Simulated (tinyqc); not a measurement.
Which input was changed? Model: donor in an ellipsoidal valley (Kohn-Luttinger variational method). Computed by tinyqc, a small Python program. Command: `OMP_NUM_THREADS=1 python tinyqc.py 3027577 3027578 out.jsonl kohnlutt which`. One thread of a shared host (Intel(R) Xeon(R) Processor @ 2.30GHz), about 0.4 s of CPU time with the checks.

H = -(d^2/dx^2 + d^2/dy^2) - gamma d^2/dz^2 - 2/r in units built on m_t, with gamma = m_t/m_l and z along the valley axis. One valley; no valley-orbit or central-cell term.

Inputs (values chosen for the exercise, modelled on 3C-SiC): transverse mass m_t = 0.25 m_0; longitudinal mass m_l = 0.682 m_0; dielectric constant eps = 9.96.

Constants: Ry = 13.605693123 eV; a_0 = 0.529177210903 angstrom.

Method:
- Ry* = Ry m_t/eps^2, a* = a_0 eps/m_t, gamma = m_t/m_l.
- Trial function exp(-sqrt((x^2 + y^2)/a^2 + z^2/b^2)) with beta = b/a < 1: E = t/a^2 - u/a, t = (2 + gamma/beta^2)/3, u = 2 arcsin(sqrt(1 - beta^2))/sqrt(1 - beta^2); the best a is 2 t/u and E(beta) = -u^2/(4 t).
- Golden-section search on beta from 0.05 to 0.999, 60 steps.
- Gaussian basis: g = P exp(-al (x^2 + y^2) - be z^2) with P = 1 (s-like), z (2p0) or x (2p+-); al = 0.004 x 2.6^k, k = 0..11, and be/al = 1, gamma^(-1/2) or 1/gamma (36 functions); 1/r = (2/sqrt(pi)) int exp(-t^2 r^2) dt by 48 Gauss-Legendre points after t = sqrt(al_i + al_j) tan(theta); overlap eigenvalues below 1e-10 are dropped.

Task: One of these inputs alone was changed, within the range given: transverse mass m_t (0.125 to 0.5); longitudinal mass m_l (0.341 to 1.364); dielectric constant eps (4.98 to 19.92). Which one, and to what value?

Results; columns: (1) run; (2) 2p+- binding energy (meV); (3) radius b of the 1s trial function (angstrom); (4) radius a of the 1s trial function (angstrom):
```
(1)          (2)       (3)       (4)
before  10.19602  12.14812  17.33365
after   15.53110   9.84291  14.04443
```

Result:

Each candidate set to reproduce 2p+- binding energy, and what it then gives; columns: (1) candidate; (2) range searched; (3) value needed; (4) radius b of the 1s trial function (angstrom); (5) radius a of the 1s trial function (angstrom):
```
(1)                                     (2)           (3)     (4)     (5)
transverse mass m_t (m_0)      0.125 to 0.5        0.4125  9.6402  11.527
longitudinal mass m_l (m_0)  0.341 to 1.364  out of reach       -       -
dielectric constant eps       4.98 to 19.92         8.070  9.8429  14.044
```

Only dielectric constant eps fits every result: it went from 9.96 to 8.07. The next best candidate, transverse mass m_t, misses one result by 18 %.
